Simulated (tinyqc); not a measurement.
Schottky barrier on an n-type semiconductor with a doping step, non-linear Poisson equation by Newton steps: two steps of the calculation.

One dimension, metal at x = 0, donor density C(x) = N1 for x < x1 and Nd beyond. Energies are counted from the electron Fermi level of the semiconductor and the conduction-band edge is Ec = -psi, so n = Nc exp(psi/Vt); holes follow the Fermi level of the metal, at -V, so p = Nv exp((V - psi - Eg)/Vt). Ends: psi(0) = V - phiB and psi = Vt ln(Nd/Nc) deep inside. Boltzmann statistics, full ionisation, no current, no image force in the Poisson equation.

Values chosen for this exercise; band and dielectric values those of a made-up semiconductor:
- T = 293 K (temperature)
- Eg = 0.806 eV (band gap)
- Nc = 1.67e17 cm^-3 (conduction-band density of states at T)
- Nv = 7.69e18 cm^-3 (valence-band density of states at T)
- V = 0 V (bias of the metal against the semiconductor)

Constants: q = 1.602176634e-19 C, kB = 1.380649e-23 J/K, Vt = kB T/q. Results are converted to the units shown.

Problem 1. Densities, residual and Jacobian diagonal. n_i = Nc exp(psi_i/Vt), p_i = Nv exp((V - psi_i - Eg)/Vt), rho_i = p_i - n_i + C_i, g_i = (n_i + p_i)/Vt. Box widths w_i = (h_(i-1) + h_i)/2 in cm. Residual F_i = a_i (psi_(i+1) - psi_i) - a_(i-1) (psi_i - psi_(i-1)) + q rho_i w_i; Jacobian: a_(i-1) and a_i beside the diagonal, b_i = -a_(i-1) - a_i - q g_i w_i on it. The two end nodes are fixed.

```
node	x (nm)	psi after iteration 1 (V)	donor density C (cm^-3)
0	0	-0.42000000	1.6e16
1	27	-0.39588223	1.6e16
2	59.6	-0.36875671	1.6e16
3	98.9	-0.33895605	1.6e16
4	146	-0.30741678	1.6e16
5	204	-0.27483475	1.6e16
6	273	-0.24506749	5.4e15
7	356	-0.21362194	5.4e15
8	457	-0.18175812	5.4e15
9	578	-0.15270444	5.4e15
10	724	-0.13007509	5.4e15
11	901	-0.11542349	5.4e15
12	1110	-0.08664361	5.4e15
```

coupling a_i, interval 0 to 11 (F/cm^2): 3.9024013e-7  3.2320502e-7  2.6810391e-7  2.2370453e-7  1.8166351e-7  1.5270266e-7  1.2694558e-7  1.0432162e-7  8.7078376e-8  7.2167695e-8  5.9528155e-8  5.0413797e-8

Wanted: n; p; residual F; diagonal b.

Solution 1.

```
node	n (cm^-3)	p (cm^-3)
0	9.965e9	1.764e12
1	2.590e10	6.787e11
2	7.584e10	2.318e11
3	2.469e11	7.120e10
4	8.609e11	2.042e10
5	3.129e12	5.618e9
6	1.017e13	1.728e9
7	3.534e13	4.974e8
8	1.248e14	1.408e8
9	3.946e14	4.455e7
10	9.668e14	1.818e7
11	1.727e15	1.018e7
12	5.400e15	3.255e6
```

```
node	residual F (1e-8 C/cm^2)	diagonal b (F/cm^2)
1	0.699	-7.135e-7
2	0.844	-5.913e-7
3	1.014	-4.918e-7
4	1.233	-4.054e-7
5	1.490	-3.345e-7
6	0.601	-2.801e-7
7	0.724	-2.333e-7
8	0.859	-2.002e-7
9	0.981	-1.927e-7
10	1.071	-2.308e-7
11	1.194	-3.215e-7
```

Problem 2. Newton step. Solve the tridiagonal system a_(i-1) d_(i-1) + b_i d_i + a_i d_(i+1) = -F_i for nodes 1 to 11, with d = 0 on fixed nodes. If the largest |d| exceeds 4 Vt, the whole step is scaled down so that it equals 4 Vt.

coupling a_i, interval 0 to 11 (F/cm^2): 3.9024013e-7  3.2320502e-7  2.6810391e-7  2.2370453e-7  1.8166351e-7  1.5270266e-7  1.2694558e-7  1.0432162e-7  8.7078376e-8  7.2167695e-8  5.9528155e-8  5.0413797e-8

```
node	diagonal b (F/cm^2)	residual F (C/cm^2)
1	-7.1345847e-7	6.9948700e-9
2	-5.9131594e-7	8.4383798e-9
3	-4.9181716e-7	1.0139928e-8
4	-4.0539743e-7	1.2333879e-8
5	-3.3449247e-7	1.4901513e-8
6	-2.8013888e-7	6.0092824e-9
7	-2.3333046e-7	7.2397307e-9
8	-2.0019345e-7	8.5872865e-9
9	-1.9267008e-7	9.8093361e-9
10	-2.3077638e-7	1.0709994e-8
11	-3.2148043e-7	1.1935516e-8
```

psi after iteration 1, node 0 to 12 (V): -0.42000000  -0.39588223  -0.36875671  -0.33895605  -0.30741678  -0.27483475  -0.24506749  -0.21362194  -0.18175812  -0.15270444  -0.13007509  -0.11542349  -0.08664361

Find: Newton step d, before damping; psi after iteration 2.

Solution 2.

Newton step d, before damping, node 1 to 11 (V): 0.13820  0.28342  0.42703  0.55382  0.64216  0.65019  0.61503  0.51501  0.34857  0.17327  0.06921
psi after iteration 2, node 0 to 12 (V): -0.42000  -0.37442  -0.32473  -0.27263  -0.22139  -0.17509  -0.14407  -0.11809  -0.10176  -0.09856  -0.10316  -0.10467  -0.08664

Program tinyqc, `OMP_NUM_THREADS=1 python tinyqc.py 2020044 2020045 out.jsonl`; Intel Xeon 2.30GHz, shared host, one thread, about 0.06 s.
